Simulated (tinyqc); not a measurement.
Two-sublattice mean-field magnet: ferrimagnet, compensation points and susceptibility. Changing the T over T_c. Computed by tinyqc, a small Python program. Command: `OMP_NUM_THREADS=1 python tinyqc.py 3026234 3026235 out.jsonl ferri sweep`. One thread of a shared host (Intel(R) Xeon(R) Processor @ 2.30GHz), about 0.02 s of CPU time with the checks.

A random alloy A(1-x)B(x) with H = -sum over pairs J S_i.S_j. a = <S_A> and b = <S_B> are taken along z, a > 0. Exchange fields: h_A = (1 - x) zJ_AA a + x zJ_AB b, h_B = (1 - x) zJ_AB a + x zJ_BB b; a = S_A B_(S_A)(S_A h_A/(k_B T)) and likewise for b, with the Brillouin function B_S(y) = [(2S + 1)/(2S)] coth[(2S + 1) y/(2S)] - [1/(2S)] coth[y/(2S)].

Inputs (values chosen for the exercise, for a model ferrimagnet): spin S_A = 1; spin S_B = 3.5; g factor g_A = 2.1; g factor g_B = 2; fraction x of B sites = 0.39; z J_AA = 104 meV; z J_BB = 4.9 meV; z J_AB = -31 meV; largest number of steps = 3000.

Constants: k_B = 8.617333262e-05 eV/K.

Method:
- Linearised, T (a, b) = M (a, b) with M_ij = S_i (S_i + 1) c_j zJ_ij/(3 k_B), c_A = 1 - x, c_B = x. T_c is the larger eigenvalue, and its eigenvector gives b/a at onset, (T_c - M_AA)/M_AB.
- Repeat from a = S_A, b = -S_B until a and b change by less than 1e-10.
- Net moment m = (1 - x) g_A a + x g_B b in mu_B per site; net spin s = (1 - x) a + x b. At T = 0, a = S_A and b = -S_B. Effective g = m/s.

One run for each value:
```
T over T_c  net moment m (mu_B)  net spin s       a       b
0.10                     -1.439     -0.7499  1.0000  -3.487
0.21                     -1.334     -0.6977  0.9998  -3.353
0.31                     -1.187     -0.6239  0.9962  -3.158
0.42                     -1.005     -0.5325  0.9802  -2.899
0.52                     -0.834     -0.4461  0.9486  -2.627
0.62                     -0.664     -0.3591  0.8950  -2.321
0.73                     -0.482     -0.2653  0.8017  -1.934
0.83                     -0.324     -0.1826  0.6701  -1.516
0.94                     -0.154     -0.0900  0.4201  -0.888
```

What does the table show?

Over the rows, net moment m (mu_B) rises from -1.44 to -0.154; net spin s rises from -0.750 to -0.0900; a falls from 1.000 to 0.420 (exponent d ln y / d ln x -2.9e-4 between the first rows and -3.8 between the last).

Extremes, crossings and ranges named in words are read from the listed rows.
